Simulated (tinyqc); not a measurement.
Minority carriers and saturation current of a heavily doped emitter: two steps of the calculation.

n-type, parabolic bands, full ionisation. eta = (EF - Ec)/kB T solves N = Nc F12(eta), F12(x) = (2/sqrt(pi)) int_0^infinity sqrt(u)/(1 + exp(u - x)) du. The gap shrinks rigidly by dEg = E1 [ln(N/N0) + sqrt(ln^2(N/N0) + 0.5)], an empirical law that is here taken as the true narrowing.

Values chosen for this exercise; band and dielectric values close to those of silicon:
```
symbol    value        unit                                     meaning
T           300           K                                 temperature
Nc      2.77e19       cm^-3  conduction-band density of states at 300 K
N        2.7e19       cm^-3                       ionised donor density
mup         240  cm^2/(V s)                      minority-hole mobility
Cn      2.9e-31      cm^6/s                           Auger coefficient
ts            6          us                             defect lifetime
W           180          nm                               emitter width
S          2600        cm/s       recombination velocity at the contact
```

Constants: q = 1.602176634e-19 C, kB = 1.380649e-23 J/K, Vt = kB T/q. Results are converted to the units shown.

Problem 1. Fermi level. Newton step on ln F12(eta) = ln(N/Nc): eta(new) = eta - ln(Nc F12/N) F12/Fm, Fm(x) = dF12/dx = (1/sqrt(pi)) int_0^infinity u^(-1/2)/(1 + exp(u - x)) du.

eta at the start (Boltzmann value) = -0.0256

Find: F12; Fm; eta after iteration 1.

Solution 1.

F12 = 0.7498
Fm = 0.5952
eta after iteration 1 = 0.3049

Problem 2. Saturation current. 1/tau = Cn N^2 + 1/ts, D = mup Vt, L = sqrt(D tau); J0 = (q p0 D/L)(s + tanh(W/L))/(1 + s tanh(W/L)), s = S L/D; the share recombining inside is 1 - 1/[cosh(W/L)(1 + tanh(W/L)/s)].

p0 = 70.278788 cm^-3

Give: tau; L; s; J0; share recombining inside.

Solution 2.

tau = 4.7264 ns
L = 1712.5 nm
s = 0.071761
J0 = 71.463 fA/cm^2
share recombining inside = 59.563 %

Bulk and contact share the loss.

Range of the model: Band tails, non-parabolic bands and incomplete ionisation are left out.

Program tinyqc, `OMP_NUM_THREADS=1 python tinyqc.py 2330053 2330054 out.jsonl`; Intel Xeon 2.30GHz, shared host, one thread, about 0.01 s.
